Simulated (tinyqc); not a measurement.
Inside a calculation. Model: capacitance of parallel on-chip lines from Laplace's equation on a mesh.

Computed by the program tinyqc: `OMP_NUM_THREADS=1 python tinyqc.py 2790158 2790159 out.jsonl`, one thread of a shared Intel Xeon 2.30GHz, about 0.8 s for the whole run. Printed values are rounded.

Cross-section of an endless row of equal lines between two grounded planes; neighbours are driven in antiphase (+1 V and -1 V), so the plane midway between two lines is at 0 V. By symmetry one quarter is solved: x runs from the centre of a line (column 0, mirror) to that midplane (column 5, 0 V), y from the mid-height of the line (row 0, mirror) to the ground plane (row 4, 0 V). The line fills columns 0 to 2 and rows 0 to 2 at 1 V. Cells beside the line (below row 2) have e2, cells above have e1. Each link between nodes has the conductance g = mean permittivity of the two cells beside it (a cell beyond a mirror counts as 0), and the free nodes obey sum g (V_neighbour - V) = 0.

Inputs (values chosen for the exercise): relative permittivity above and below the lines e1 = 3.9; relative permittivity between the lines e2 = 2.4; over-relaxation factor om = 1.2.

Constants: eps0 = 8.8541878128e-12 F/m. Results are converted to the units shown.

## Link conductances

gx[j, i] joins node (row j, column i) to column i + 1, gy[j, i] to row j + 1.

gx:
```
       col 0  col 1  col 2  col 3  col 4
row 0    1.2    1.2    1.2    1.2    1.2
row 1    2.4    2.4    2.4    2.4    2.4
row 2   3.15   3.15   3.15   3.15   3.15
row 3    3.9    3.9    3.9    3.9    3.9
row 4   1.95   1.95   1.95   1.95   1.95
```

gy:
```
       col 0  col 1  col 2  col 3  col 4  col 5
row 0    1.2    2.4    2.4    2.4    2.4    1.2
row 1    1.2    2.4    2.4    2.4    2.4    1.2
row 2   1.95    3.9    3.9    3.9    3.9   1.95
row 3   1.95    3.9    3.9    3.9    3.9   1.95
```

## Iteration 1: relaxation sweep

V at the start (V):
```
       col 0  col 1  col 2  col 3  col 4  col 5
row 0      1      1      1      0      0      0
row 1      1      1      1      0      0      0
row 2      1      1      1      0      0      0
row 3      0      0      0      0      0      0
row 4      0      0      0      0      0      0
```

One sweep visits the free nodes row by row from row 0, left to right, and replaces V by V + om (weighted mean of the neighbours - V), using new values at once.

V after sweep 1 (V):
```
          col 0     col 1     col 2     col 3     col 4     col 5
row 0  1.000000  1.000000  1.000000  0.300000  0.090000  0.000000
row 1  1.000000  1.000000  1.000000  0.390000  0.144000  0.000000
row 2  1.000000  1.000000  1.000000  0.389143  0.149657  0.000000
row 3  0.300000  0.390000  0.417000  0.241843  0.117450  0.000000
row 4  0.000000  0.000000  0.000000  0.000000  0.000000  0.000000
```

## Iteration 2: relaxation sweep

As before.

V after sweep 2 (V):
```
          col 0     col 1     col 2     col 3     col 4     col 5
row 0  1.000000  1.000000  1.000000  0.501000  0.218700  0.000000
row 1  1.000000  1.000000  1.000000  0.532243  0.241380  0.000000
row 2  1.000000  1.000000  1.000000  0.478551  0.212431  0.000000
row 3  0.474000  0.489300  0.435943  0.261215  0.118604  0.000000
row 4  0.000000  0.000000  0.000000  0.000000  0.000000  0.000000
```

## Course of the relaxation

Stop when no node changes by 1e-7 V. C = 4 eps0 sum g (difference of V along the link)^2, in aF/um.

Course of the iteration:
```
sweep  C (aF/um)  largest change (V)
1       319.0957               0.417
2       292.8749               0.201
3       290.5771              0.0838
4       290.3545              0.0322
5       290.3469             7.80e-3
6       290.3468             8.51e-4
7       290.3468             9.15e-5
8       290.3468             4.38e-5
9       290.3468             4.79e-6
10      290.3468             2.40e-6
11      290.3468             1.28e-7
12      290.3468             7.78e-8
```

Converged in 12 sweeps. Over the last four sweeps the change shrinks by about 0.21 a sweep. C comes down from above, since the solution minimises the energy.

## Capacitance per length

converged V (V):
```
          col 0     col 1     col 2     col 3     col 4     col 5
row 0  1.000000  1.000000  1.000000  0.623787  0.294664  0.000000
row 1  1.000000  1.000000  1.000000  0.600242  0.277434  0.000000
row 2  1.000000  1.000000  1.000000  0.499747  0.214832  0.000000
row 3  0.490922  0.481844  0.436455  0.263976  0.119702  0.000000
row 4  0.000000  0.000000  0.000000  0.000000  0.000000  0.000000
```

C = 4 eps0 sum g (difference of V)^2 over all links (twice the energy of the four quarters, line at 1 V). Plate estimate without fringing: eps0 [2 e1 w/hd + 2 e2 t/(s/2)], w = 4 hx, t = 4 hx, s/2 = 3 hx, hd = 2 hx.

C = 290.3468 aF/um
plate estimate = 194.7921 aF/um

C depends on the shape only, not on the mesh step hx. Meshes 6, 12 and 24 times finer extrapolate (Aitken) to 271.6 aF/um; this mesh is 6.9 % above that, and the plate estimate is 28 % below it.
